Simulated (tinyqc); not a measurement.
Length of a polyene: Hueckel, PPP and singles CI along the polyenes. Computed by the program tinyqc. Hueckel uses the same beta without repulsion; CIS keeps all single excitations and so misses the low, doubly excited 2Ag state. W is the valence ionisation energy of a centre, MN the Mataga-Nishimoto formula, f the oscillator strength.

All-trans chains of carbon centres 1.40 angstrom apart:
```
parameter                               value
beta (eV), times 1 +/- alternation  -2.660000
alternation                          0.170000
W (eV)                              11.160000
gamma_rr (eV)                        9.950000
repulsion formula                        Ohno
```

Gaps and excitations (eV):
```
centres  Hueckel gap  PPP orbital gap  bright singlet (CIS)      f  lowest triplet (CIS)
2              6.224           13.376                 7.624  0.654                 4.825
4              4.397           10.931                 6.117  1.151                 3.774
6              3.561            9.740                 5.292  1.575                 3.280
8              3.093            9.059                 4.792  1.963                 3.023
10             2.798            8.631                 4.465  2.329                 2.877
12             2.598            8.344                 4.241  2.683                 2.787
```

What does the comparison show, and why?

The Hueckel gap tends to 4 x alternation x |beta| = 1.81 eV for long chains. Exchange opens the PPP orbital gap, and the attraction of electron and hole brings the bright state 4.10 eV below it at 12 centres; the triplet lies 1.45 eV lower still.
